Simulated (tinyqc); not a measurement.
# Fully depleted semiconductor-on-insulator film with two gates, non-linear Poisson equation by Newton steps: threshold and coupling against the buried-oxide thickness

One dimension across the film, front interface at x = 0, back interface at x = ts. psi is counted from the intrinsic level, n = ni exp(psi/Vt) (source grounded), holes neglected, acceptors ionised. Gates act through Cox = eps0 eox/tox and Cbox = 3.9 eps0/tb with potentials G1 = Vg - (phiM - chi - Vt ln(Nc/ni)) and G2 = Vb - (phiB - chi - Vt ln(Nc/ni)). Classical Boltzmann densities, no interface charge, no depletion in the back plane.

ni = sqrt(Nc Nv) exp(-Eg/(2 Vt)), Eg in volts. The Poisson equation eps0 eps_r d2psi/dx2 = q (n + Na), with -eps0 eps_r dpsi/dx = Cox (G1 - psi) at x = 0 and eps0 eps_r dpsi/dx = Cbox (G2 - psi) at x = ts, is solved on 300 equal intervals with half boxes at both ends; N_inv is the trapezoid sum of n. VT is the Vg for N_inv = 1e11 cm^-2; -dVT/dVb from the linearised equation. Limits with Cs = eps0 eps_r/ts: front channel Cs Cbox/(Cox (Cs + Cbox)), back channel Cbox (Cox + Cs)/(Cox Cs). Swing at N_inv = 1e8 cm^-2.

Inputs (values chosen for the exercise); band and dielectric values close to those of silicon:
- T = 300 K (temperature)
- Eg = 1.14 eV (band gap)
- eps_r = 11.6 (relative permittivity)
- Nc = 2.8e19 cm^-3 (conduction-band density of states at T)
- Nv = 2.68e19 cm^-3 (valence-band density of states at T)
- chi = 4.12 eV (electron affinity)
- eox = 3.9 (relative permittivity of the gate insulator (close to silicon dioxide))
- tox = 2.1 nm (insulator thickness)
- ts = 30 nm (film thickness)
- Na = 1e15 cm^-3 (acceptor density of the film)
- phiM = 4.31 eV (work function of the front gate)
- phiB = 4.62 eV (work function of the back plane)
- Vb = 0 V (back-gate voltage)

Constants: q = 1.602176634e-19 C, kB = 1.380649e-23 J/K, Vt = kB T/q, eps0 = 8.8541878128e-14 F/cm where lengths are in cm. Results are converted to the units shown.

Result of one run:
```
VT (V)  centroid/ts at VT  -dVT/dVb  front-channel limit  back-channel limit  swing (mV/decade)
0.0864              0.219     0.120               0.0566               0.451               69.7
```

Which buried-oxide thickness (eps_r 3.9) tb gave this result: 9.9, 27, 45, 73 or 200 nm?

tb = 27 nm.

The whole series:
```
tb (nm)  VT (V)  centroid/ts at VT  -dVT/dVb  front-channel limit  back-channel limit  swing (mV/decade)
6         0.136              0.103     0.207                0.131                2.03               77.5
9.9       0.120              0.128     0.180                0.105                1.23               75.4
16        0.104              0.165     0.151               0.0805               0.762               72.9
27       0.0864              0.219     0.120               0.0566               0.451               69.7
45       0.0720              0.277    0.0889               0.0381               0.271               66.8
73       0.0615              0.325    0.0631               0.0253               0.167               64.5
120      0.0537              0.363    0.0421               0.0161               0.102               62.8
200      0.0483              0.389    0.0268               0.0100              0.0609               61.6
```

As tb goes from 6 to 200, VT falls from 0.136 to 0.0483 V, the centroid rises from 0.103 to 0.389 of ts and -dVT/dVb falls from 0.207 to 0.0268. The coupling covers 4.04 % of the way from the front-channel to the back-channel limit in the first row and 33.0 % in the last.

Program tinyqc, `OMP_NUM_THREADS=1 python tinyqc.py 2190146 2190147 out.jsonl`; Intel Xeon 2.30GHz, shared host, one thread, about 0.5 s.
